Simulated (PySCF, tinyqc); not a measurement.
RHF in the sto-3g basis, for H4, spin multiplicity 1, step by step. The lowest restricted solution is unstable here: a spin-polarised one lies 0.0207 hartree lower (PySCF). Computed by tinyqc, a small Python program that keeps every step (integrals from PySCF). Settings: charge = 0, multiplicity = 1, basis = sto-3g, energy threshold = 1e-10, iteration cap = 64, orthogonalisation = canonical, start = core, DIIS depth = 8, method = RHF. Command: `OMP_NUM_THREADS=1 python tinyqc.py 31982 31983 out.jsonl` (the two numbers bound the seeds that draw the settings). One thread of a shared host (Intel(R) Xeon(R) Processor @ 2.60GHz), about 0.03 s of CPU time with the checks. Later iterations appear only in the table of the cycle.

## One-electron integrals

Geometry (angstrom):
```
atom        x        y        z
H     0.00000  0.00000  0.00000
H     0.00000  0.00000  0.98000
H     0.00000  1.18800  0.00000
H     0.00000  1.18800  0.98000
```

Basis sto-3g: exponents (1/bohr^2) and contraction coefficients of normalised primitives:
```
element  l (shell)  exponent  coefficient
H            s (1)   3.42525      0.15433
H            s (1)   0.62391      0.53533
H            s (1)   0.16886      0.44463
```

Overlap, kinetic and nuclear-attraction integrals over the contracted functions; the nuclear repulsion is the sum of Za Zb / Rab.

nuclear repulsion = 2.6580465 hartree

overlap S:
```
         1H 1s    2H 1s    3H 1s    4H 1s
1H 1s  1.00000  0.50834  0.39310  0.24240
2H 1s  0.50834  1.00000  0.24240  0.39310
3H 1s  0.39310  0.24240  1.00000  0.50834
4H 1s  0.24240  0.39310  0.50834  1.00000
```

kinetic energy T (hartree):
```
         1H 1s    2H 1s    3H 1s    4H 1s
1H 1s  0.76003  0.11890  0.05553  0.00645
2H 1s  0.11890  0.76003  0.00645  0.05553
3H 1s  0.05553  0.00645  0.76003  0.11890
4H 1s  0.00645  0.05553  0.11890  0.76003
```

nuclear attraction V (hartree):
```
          1H 1s     2H 1s     3H 1s     4H 1s
1H 1s  -2.53000  -1.23001  -0.92748  -0.58319
2H 1s  -1.23001  -2.53000  -0.58319  -0.92748
3H 1s  -0.92748  -0.58319  -2.53000  -1.23001
4H 1s  -0.58319  -0.92748  -1.23001  -2.53000
```

core Hamiltonian H = T + V (hartree):
```
          1H 1s     2H 1s     3H 1s     4H 1s
1H 1s  -1.76997  -1.11111  -0.87195  -0.57674
2H 1s  -1.11111  -1.76997  -0.57674  -0.87195
3H 1s  -0.87195  -0.57674  -1.76997  -1.11111
4H 1s  -0.57674  -0.87195  -1.11111  -1.76997
```

## Two-electron integrals

Functions are numbered as in S; the eight-fold symmetry (ij|kl) = (ji|kl) = (kl|ij) leaves the list below.

Two-electron integrals (ij|kl) in chemists' order, unique and non-zero (hartree):
```
(11|11) 0.77461   (21|11) 0.31865   (21|21) 0.16634   (22|11) 0.48460
(22|21) 0.31865   (22|22) 0.77461   (31|11) 0.23116   (31|21) 0.10199
(31|22) 0.16559   (31|31) 0.09441   (32|11) 0.12223   (32|21) 0.06550
(32|22) 0.12850   (32|31) 0.05129   (32|32) 0.03306   (33|11) 0.42120
(33|21) 0.19747   (33|22) 0.33767   (33|31) 0.23116   (33|32) 0.12850
(33|33) 0.77461   (41|11) 0.12850   (41|21) 0.06550   (41|22) 0.12223
(41|31) 0.05129   (41|32) 0.03266   (41|33) 0.12223   (41|41) 0.03306
(42|11) 0.16559   (42|21) 0.10199   (42|22) 0.23116   (42|31) 0.06818
(42|32) 0.05129   (42|33) 0.16559   (42|41) 0.05129   (42|42) 0.09441
(43|11) 0.19747   (43|21) 0.10365   (43|22) 0.19747   (43|31) 0.10199
(43|32) 0.06550   (43|33) 0.31865   (43|41) 0.06550   (43|42) 0.10199
(43|43) 0.16634   (44|11) 0.33767   (44|21) 0.19747   (44|22) 0.42120
(44|31) 0.16559   (44|32) 0.12223   (44|33) 0.48460   (44|41) 0.12850
(44|42) 0.23116   (44|43) 0.31865   (44|44) 0.77461
```

## Orthogonalisation

S = U s U^T; canonical form X = U s^(-1/2), so that X^T S X = 1. Each column of U has its largest component positive (the first on a tie).

eigenvalues of S: 0.34096  0.64236  0.87285  2.14384

X:
```
              1         2         3        4
1H 1s   0.85629   0.62385   0.53518  0.34149
2H 1s  -0.85629  -0.62385   0.53518  0.34149
3H 1s  -0.85629   0.62385  -0.53518  0.34149
4H 1s   0.85629  -0.62385  -0.53518  0.34149
```

## Starting guess

The start is the orbitals of the core Hamiltonian; D = 2 C_occ C_occ^T.

D at the start:
```
          1H 1s     2H 1s     3H 1s     4H 1s
1H 1s   0.80607   0.80607  -0.33961  -0.33961
2H 1s   0.80607   0.80607  -0.33961  -0.33961
3H 1s  -0.33961  -0.33961   0.80607   0.80607
4H 1s  -0.33961  -0.33961   0.80607   0.80607
```

## Iteration 1: building the Fock matrix

J_ij = sum D_kl (ij|kl), K_ij = sum D_kl (ik|jl); F = H + J - 0.5 K; E = tr D H + tr D J / 2 - 0.25 tr D K + E_nn.

Coulomb J (hartree):
```
         1H 1s    2H 1s    3H 1s    4H 1s
1H 1s  2.01897  1.03978  0.78835  0.50110
2H 1s  1.03978  2.01897  0.50110  0.78835
3H 1s  0.78835  0.50110  2.01897  1.03978
4H 1s  0.50110  0.78835  1.03978  2.01897
```

exchange K (hartree):
```
         1H 1s    2H 1s    3H 1s    4H 1s
1H 1s  1.09954  0.89311  0.44936  0.39092
2H 1s  0.89311  1.09954  0.39092  0.44936
3H 1s  0.44936  0.39092  1.09954  0.89311
4H 1s  0.39092  0.44936  0.89311  1.09954
```

Fock matrix F (hartree):
```
          1H 1s     2H 1s     3H 1s     4H 1s
1H 1s  -0.30077  -0.51788  -0.30828  -0.27109
2H 1s  -0.51788  -0.30077  -0.27109  -0.30828
3H 1s  -0.30828  -0.27109  -0.30077  -0.51788
4H 1s  -0.27109  -0.30828  -0.51788  -0.30077
```

total energy of this density = -1.9288908 hartree

## Iteration 1: diagonalisation and new density

Diagonalise F' = X^T F X, C = X C', fill 2 alpha and 2 beta electrons from the bottom; D = 2 C_occ C_occ^T. Each column has its largest component positive (the first on a tie).

F' = X^T F X (hartree):
```
         1        2         3         4
1  0.74585  0.00000   0.00000   0.00000
2  0.00000  0.28011   0.00000   0.00000
3  0.00000  0.00000  -0.27413   0.00000
4  0.00000  0.00000   0.00000  -0.65211
```

orbital energies (hartree): MO1 -0.65211, MO2 -0.27413, MO3 0.28011, MO4 0.74585

coefficients C:
```
           MO1       MO2       MO3       MO4
1H 1s  0.34149   0.53518   0.62385   0.85629
2H 1s  0.34149   0.53518  -0.62385  -0.85629
3H 1s  0.34149  -0.53518   0.62385  -0.85629
4H 1s  0.34149  -0.53518  -0.62385   0.85629
```

D after iteration 1:
```
          1H 1s     2H 1s     3H 1s     4H 1s
1H 1s   0.80607   0.80607  -0.33961  -0.33961
2H 1s   0.80607   0.80607  -0.33961  -0.33961
3H 1s  -0.33961  -0.33961   0.80607   0.80607
4H 1s  -0.33961  -0.33961   0.80607   0.80607
```

## Iteration 2: building the Fock matrix

As before.

Coulomb J (hartree):
```
         1H 1s    2H 1s    3H 1s    4H 1s
1H 1s  2.01897  1.03978  0.78835  0.50110
2H 1s  1.03978  2.01897  0.50110  0.78835
3H 1s  0.78835  0.50110  2.01897  1.03978
4H 1s  0.50110  0.78835  1.03978  2.01897
```

exchange K (hartree):
```
         1H 1s    2H 1s    3H 1s    4H 1s
1H 1s  1.09954  0.89311  0.44936  0.39092
2H 1s  0.89311  1.09954  0.39092  0.44936
3H 1s  0.44936  0.39092  1.09954  0.89311
4H 1s  0.39092  0.44936  0.89311  1.09954
```

Fock matrix F (hartree):
```
          1H 1s     2H 1s     3H 1s     4H 1s
1H 1s  -0.30077  -0.51788  -0.30828  -0.27109
2H 1s  -0.51788  -0.30077  -0.27109  -0.30828
3H 1s  -0.30828  -0.27109  -0.30077  -0.51788
4H 1s  -0.27109  -0.30828  -0.51788  -0.30077
```

total energy of this density = -1.9288908 hartree

## Iteration 2 (converged): orbitals

As before.

F' = X^T F X (hartree):
```
         1        2         3         4
1  0.74585  0.00000   0.00000   0.00000
2  0.00000  0.28011   0.00000   0.00000
3  0.00000  0.00000  -0.27413   0.00000
4  0.00000  0.00000   0.00000  -0.65211
```

orbital energies (hartree): MO1 -0.65211, MO2 -0.27413, MO3 0.28011, MO4 0.74585

coefficients C:
```
           MO1       MO2       MO3       MO4
1H 1s  0.34149   0.53518   0.62385   0.85629
2H 1s  0.34149   0.53518  -0.62385  -0.85629
3H 1s  0.34149  -0.53518   0.62385  -0.85629
4H 1s  0.34149  -0.53518  -0.62385   0.85629
```

D after iteration 2:
```
          1H 1s     2H 1s     3H 1s     4H 1s
1H 1s   0.80607   0.80607  -0.33961  -0.33961
2H 1s   0.80607   0.80607  -0.33961  -0.33961
3H 1s  -0.33961  -0.33961   0.80607   0.80607
4H 1s  -0.33961  -0.33961   0.80607   0.80607
```

## Convergence

Stop when the energy changes by less than 1e-10 hartree and every element of the error matrix X^T (F D S - S D F) X is below 3e-06.

Course of the cycle:
```
iteration  E (hartree)    change  largest element of the error matrix
1           -1.9288908         -                             4.22e-15
2           -1.9288908  2.66e-15                             1.14e-15
```

PySCF RHF in the same basis = -1.9288908 hartree

Converged in 2 iterations.

## Populations, bond orders and dipole

Mulliken: Z minus the diagonal of D S on the atom; Loewdin: the same with S^(1/2) D S^(1/2); Mayer order: 2 sum_s sum (D(s) S)_ij (D(s) S)_ji over the two atoms.

Charges (e):
```
atom  Mulliken  Loewdin
1H           0        0
2H           0        0
3H           0        0
4H           0        0
```

Mayer bond orders:
```
pair    order
2-1   1.00000
3-1         0
3-2         0
4-1         0
4-2         0
4-3   1.00000
```

dipole moment about the origin, x y z (debye): 0.00000  0.00000  0.00000
